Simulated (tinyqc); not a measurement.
# Fully depleted semiconductor-on-insulator film with two gates, non-linear Poisson equation by Newton steps: effects of single changes

One dimension across the film, front interface at x = 0, back interface at x = ts. psi is counted from the intrinsic level, n = ni exp(psi/Vt) (source grounded), holes neglected, acceptors ionised. Gates act through Cox = eps0 eox/tox and Cbox = 3.9 eps0/tb with potentials G1 = Vg - (phiM - chi - Vt ln(Nc/ni)) and G2 = Vb - (phiB - chi - Vt ln(Nc/ni)). Classical Boltzmann densities, no interface charge, no depletion in the back plane.

Inputs (values chosen for the exercise); band and dielectric values close to those of silicon: temperature T = 400 K; band gap Eg = 1.1 eV; relative permittivity eps_r = 11.7; conduction-band density of states at T Nc = 4.26e19 cm^-3; valence-band density of states at T Nv = 4.08e19 cm^-3; electron affinity chi = 4.12 eV; relative permittivity of the gate insulator (close to aluminium oxide) eox = 9.12; insulator thickness tox = 3.7 nm; film thickness ts = 15 nm; buried-oxide thickness (eps_r 3.9) tb = 9.1 nm; acceptor density of the film Na = 1e15 cm^-3; work function of the front gate phiM = 4.64 eV; work function of the back plane phiB = 4.17 eV; back-gate voltage Vb = 0 V.

Constants: q = 1.602176634e-19 C, kB = 1.380649e-23 J/K, Vt = kB T/q, eps0 = 8.8541878128e-14 F/cm where lengths are in cm. Results are converted to the units shown.

Each table varies one quantity; the others keep the values above.

## Charge against front-gate voltage

ni = sqrt(Nc Nv) exp(-Eg/(2 Vt)), Eg in volts. The Poisson equation eps0 eps_r d2psi/dx2 = q (n + Na), with -eps0 eps_r dpsi/dx = Cox (G1 - psi) at x = 0 and eps0 eps_r dpsi/dx = Cbox (G2 - psi) at x = ts, is solved on 300 equal intervals with half boxes at both ends; N_inv is the trapezoid sum of n. Swing = ln 10/(d ln N_inv/dVg); the last column is (dN_inv/dVb)/(dN_inv/dVg).

Charge against front-gate voltage:
columns A: Vg (V); B: psi front (V); C: psi back (V); D: N_inv (cm^-2); E: centroid/ts; F: swing (mV/decade); G: q dN_inv/dVg over Cox; H: back/front leverage
```
A            B      C        D      E       F        G      H
-0.16  -0.0658  0.135   6.32e7  0.831     125  8.53e-5  0.577
-0.01   0.0690  0.222   1.02e9  0.787     123  0.00141  0.542
0.14     0.203  0.307  1.69e10  0.720     126   0.0226  0.492
0.29     0.329  0.373  1.88e11  0.605     178    0.178  0.399
0.44     0.427  0.400  8.26e11  0.430     310    0.450  0.273
0.59     0.491  0.408  1.98e12  0.291     505    0.664  0.208
0.74     0.532  0.411  3.47e12  0.211     753    0.779  0.183
0.89     0.559  0.412  5.13e12  0.165  1.03e3    0.840  0.171
1.04     0.580  0.413  6.89e12  0.135  1.33e3    0.877  0.165
```

What does the comparison show?

N_inv passes 1e11 cm^-2 at Vg = 0.245 V. The swing starts at 125 mV a decade, against (1 + k) Vt ln 10 = 88.3 for a front channel with k = Cs Cbox/(Cox (Cs + Cbox)) = 0.112, Cs = eps0 eps_r/ts; above threshold this column is no longer a subthreshold swing. The centroid falls from 0.831 to 0.135 of ts and the leverage of the back gate falls from 0.577 to 0.165. For Vg = 0.74, 0.89, 1.04 the density at an interface exceeds 0.3 Nc, where Boltzmann statistics fail. For Vg = -0.16, 0.89, 1.04 the classical centroid lies within 3 nm of an interface, where confinement, left out, would push it away.

## Threshold and coupling against the film thickness

VT is the Vg for N_inv = 1e11 cm^-2; -dVT/dVb from the linearised equation. Limits with Cs = eps0 eps_r/ts: front channel Cs Cbox/(Cox (Cs + Cbox)), back channel Cbox (Cox + Cs)/(Cox Cs). Swing at N_inv = 1e8 cm^-2.

Results:
```
ts (nm)  VT (V)  centroid/ts at VT  -dVT/dVb  front-channel limit  back-channel limit  swing (mV/decade)
4         0.323              0.534     0.235                0.152               0.320               99.3
5.6       0.306              0.552     0.261                0.144               0.379                102
7.7       0.289              0.574     0.297                0.136               0.456                107
11        0.267              0.609     0.357                0.124               0.577                115
15        0.245              0.648     0.434                0.112               0.723                125
21        0.216              0.698     0.561               0.0983               0.943                141
40        0.138              0.806      1.02               0.0705                1.64                191
```

Estimate the missing row, ts = 29 nm.

Computed row:
```
ts (nm)  VT (V)  centroid/ts at VT  -dVT/dVb  front-channel limit  back-channel limit  swing (mV/decade)
29        0.182              0.752     0.746               0.0843                1.24                162
```

With this row back in the table: As ts goes from 4 to 40, VT falls from 0.323 to 0.138 V, the centroid rises from 0.534 to 0.806 of ts and -dVT/dVb rises from 0.235 to 1.02. The coupling covers 49.5 % of the way from the front-channel to the back-channel limit in the first row and 60.8 % in the last. For ts = 4, 5.6, 7.7 the film is thin enough for confinement to raise VT, which is left out.

tinyqc, about 0.3 s, one thread, Intel Xeon 2.30GHz (shared host): `OMP_NUM_THREADS=1 python tinyqc.py 2190165 2190166 out.jsonl`
